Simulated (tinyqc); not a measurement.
Inputs raised by 5 %, one at a time: X-ray photoelectron analysis of a thin oxide on a semiconductor: attenuation lengths, thickness, angle series and band offsets. Computed by tinyqc, a small Python program. Command: `OMP_NUM_THREADS=1 python tinyqc.py 3114156 3114157 out.jsonl xps sens`. One thread of a shared host (Intel(R) Xeon(R) Processor @ 2.30GHz), about 0.01 s of CPU time with the checks.

The same element is seen in the oxide and in the substrate, at nearly the same kinetic energy; films are flat and uniform, and the work function is ignored.

Inputs (values chosen for the exercise, modelled on SiO2 on 4H-SiC):
```
quantity                                          value     unit
photon energy                                       650       eV
binding energy of the core level                  100.5       eV
oxide density                                      2.22   g/cm^3
oxide formula mass                                60.08    g/mol
valence electrons per oxide formula                  16        -
oxide gap                                          8.98       eV
substrate density                                  3.21   g/cm^3
substrate formula mass                             40.1    g/mol
valence electrons per substrate formula               8        -
substrate gap                                      3.26       eV
oxide thickness d                                     3       nm
emission angle from the normal                        0  degrees
attenuation length over inelastic mean free path   0.92        -
carbon overlayer                                  0.025       nm
counts in the two peaks together                  60000        -
valence band offset used to make the data          2.99       eV
core level less valence band top, substrate       99.03       eV
core level less valence band top, thick oxide     98.68       eV
field in the oxide                                 0.39    MV/cm
```

Method:
- TPP-2M: lambda = E/(E_p^2 [b ln(c E) - C/E + D/E^2]) in angstrom, E_p = 28.8 sqrt(N_v rho/M), b = -0.10 + 0.944/sqrt(E_p^2 + E_g^2) + 0.069 rho^0.1, c = 0.191/sqrt(rho), U = N_v rho/M, C = 1.97 - 0.91 U, D = 53.4 - 20.8 U, with E = photon energy less binding energy in eV.
- Attenuation length L = factor x lambda.
- R_0 = (rho_o/M_o) L_o/((rho_s/M_s) L_s); peak ratio R = I_ox/I_sub = R_0 [exp(d/(L_o cos theta)) - 1]; hence d = L_o cos theta ln(1 + R/R_0). A carbon layer weakens both peaks alike, by exp(-d_C/(L_o cos theta)) if its L is taken equal to L_o. This R_0 leaves out intrinsic losses from the substrate peak, so calibrated values can be larger.
- With x = d/(L_o cos theta): d ln d/d ln R = (1 - exp(-x))/x = -d ln d/d ln R_0; counting error of R = 1/sqrt(N f (1 - f)), f the oxide share, which times the sensitivity gives that of d; an angle error adds tan(theta) d theta; d is proportional to L_o at fixed R_0. Assumed errors: 5 % in R_0, 1 degree, 5 % in L_o.
- Valence band offset = (E_core - E_v)(substrate) - (E_core - E_v)(oxide) + (core level separation at the interface, oxide less substrate). The separation is made here from the given offset; a uniform field F that raises the binding energy towards the surface shifts the oxide peak by e F <z>, <z> = d/(1 - exp(-x)) - d/x, x = d/(L_o cos theta), being the mean distance from the interface. Conduction band offset = oxide gap - substrate gap - valence band offset.

Runs:
```
input moved                                        from      to  ratio R  L in the oxide (nm)  apparent valence band offset (eV)  counting error of d (%)
base run                                              -       -   2.7115               1.7748                             3.0642                  0.44396
photon energy (eV)                                  650   682.5   2.4920               1.8495                             3.0637                  0.44680
oxide density (g/cm^3)                             2.22   2.331   2.8768               1.7578                             3.0644                  0.44753
oxide gap (eV)                                     8.98   9.429   2.6520               1.8123                             3.0639                  0.44742
oxide thickness d (nm)                                3    3.15   3.0047               1.7748                             3.0687                  0.44133
attenuation length over inelastic mean free path   0.92   0.966   2.4543               1.8635                             3.0636                  0.44737
field in the oxide (MV/cm)                         0.39  0.4095   2.7115               1.7748                             3.0680                  0.44396
counts in the two peaks together                  60000   63000   2.7115               1.7748                             3.0642                  0.43326
```

Exponents ln(y'/y) / ln(x'/x):
```
input                                             ratio R  L in the oxide  apparent valence band offset  counting error of d
photon energy                                      -1.730           0.846                        -0.004                0.131
oxide density                                       1.213          -0.197                         0.001                0.164
oxide gap                                          -0.455           0.429                        -0.002                0.159
oxide thickness d                                   2.105           0.000                         0.030               -0.122
attenuation length over inelastic mean free path   -2.042           1.000                        -0.005                0.157
field in the oxide                                  0.000           0.000                         0.025                0.000
counts in the two peaks together                    0.000           0.000                         0.000               -0.500
```

Among the inputs moved here: ratio R answers most in size to oxide thickness d (exponent +2.105), next to attenuation length over inelastic mean free path (-2.042); its exponent is below 0.0005 for field in the oxide, counts in the two peaks together. L in the oxide answers most in size to attenuation length over inelastic mean free path (exponent +1.000), next to photon energy (+0.846); its exponent is below 0.0005 for oxide thickness d, field in the oxide, counts in the two peaks together. Apparent valence band offset answers most in size to oxide thickness d (exponent +0.030), next to field in the oxide (+0.025); its exponent is below 0.0005 for counts in the two peaks together. Counting error of d answers most in size to counts in the two peaks together (exponent -0.500), next to oxide density (+0.164); its exponent is below 0.0005 for field in the oxide. Its exponent -0.500 in counts in the two peaks together: counting statistics.

Extremes, crossings and ranges named in words are read from the listed rows.
